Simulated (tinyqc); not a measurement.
Worked calculation: empirical pseudopotential in a few plane waves. One step of it, computed by the program tinyqc.

Task: Levels at G. Diagonalise the Hermitian matrix.

H(k) at G (eV), order +0+0+0, -1-1-1, -1-1+1, -1+1-1, -1+1+1, +1-1-1, +1-1+1, +1+1-1, +1+1+1, -2+0+0, +0-2+0, +0+0-2, +0+0+2, +0+2+0, +2+0+0:
```
[[0.000000, 2.231997, -2.231997, -2.231997, -2.231997, -2.231997, -2.231997, -2.231997, 2.231997, 0.000000, 0.000000, 0.000000, 0.000000, 0.000000, 0.000000],
 [2.231997, 14.971290, 0.000000, 0.000000, -0.176874, 0.000000, -0.176874, -0.176874, 0.000000, -2.231997, -2.231997, -2.231997, -0.779275, -0.779275, -0.779275],
 [-2.231997, 0.000000, 14.971290, 0.176874, 0.000000, 0.176874, 0.000000, 0.000000, -0.176874, -2.231997, -2.231997, 0.779275, 2.231997, -0.779275, -0.779275],
 [-2.231997, 0.000000, 0.176874, 14.971290, 0.000000, 0.176874, 0.000000, 0.000000, -0.176874, -2.231997, 0.779275, -2.231997, -0.779275, 2.231997, -0.779275],
 [-2.231997, -0.176874, 0.000000, 0.000000, 14.971290, 0.000000, 0.176874, 0.176874, 0.000000, 2.231997, -0.779275, -0.779275, -2.231997, -2.231997, 0.779275],
 [-2.231997, 0.000000, 0.176874, 0.176874, 0.000000, 14.971290, 0.000000, 0.000000, -0.176874, 0.779275, -2.231997, -2.231997, -0.779275, -0.779275, 2.231997],
 [-2.231997, -0.176874, 0.000000, 0.000000, 0.176874, 0.000000, 14.971290, 0.176874, 0.000000, -0.779275, 2.231997, -0.779275, -2.231997, 0.779275, -2.231997],
 [-2.231997, -0.176874, 0.000000, 0.000000, 0.176874, 0.000000, 0.176874, 14.971290, 0.000000, -0.779275, -0.779275, 2.231997, 0.779275, -2.231997, -2.231997],
 [2.231997, 0.000000, -0.176874, -0.176874, 0.000000, -0.176874, 0.000000, 0.000000, 14.971290, -0.779275, -0.779275, -0.779275, -2.231997, -2.231997, -2.231997],
 [0.000000, -2.231997, -2.231997, -2.231997, 2.231997, 0.779275, -0.779275, -0.779275, -0.779275, 19.961720, 0.176874, 0.176874, -0.176874, -0.176874, 0.000000],
 [0.000000, -2.231997, -2.231997, 0.779275, -0.779275, -2.231997, 2.231997, -0.779275, -0.779275, 0.176874, 19.961720, 0.176874, -0.176874, 0.000000, -0.176874],
 [0.000000, -2.231997, 0.779275, -2.231997, -0.779275, -2.231997, -0.779275, 2.231997, -0.779275, 0.176874, 0.176874, 19.961720, 0.000000, -0.176874, -0.176874],
 [0.000000, -0.779275, 2.231997, -0.779275, -2.231997, -0.779275, -2.231997, 0.779275, -2.231997, -0.176874, -0.176874, 0.000000, 19.961720, 0.176874, 0.176874],
 [0.000000, -0.779275, -0.779275, 2.231997, -2.231997, -0.779275, 0.779275, -2.231997, -2.231997, -0.176874, 0.000000, -0.176874, 0.176874, 19.961720, 0.176874],
 [0.000000, -0.779275, -0.779275, -0.779275, 0.779275, 2.231997, -2.231997, -2.231997, -2.231997, 0.000000, -0.176874, -0.176874, 0.176874, 0.176874, 19.961720]]
```

Give: eigenvalues.

Result:

eigenvalues (eV): [-2.2456, 10.8247, 10.8247, 10.8247, 12.4287, 14.7944, 14.7944, 14.7944, 17.7475, 19.6080, 19.6080, 23.7424, 23.9314, 23.9314, 23.9314]
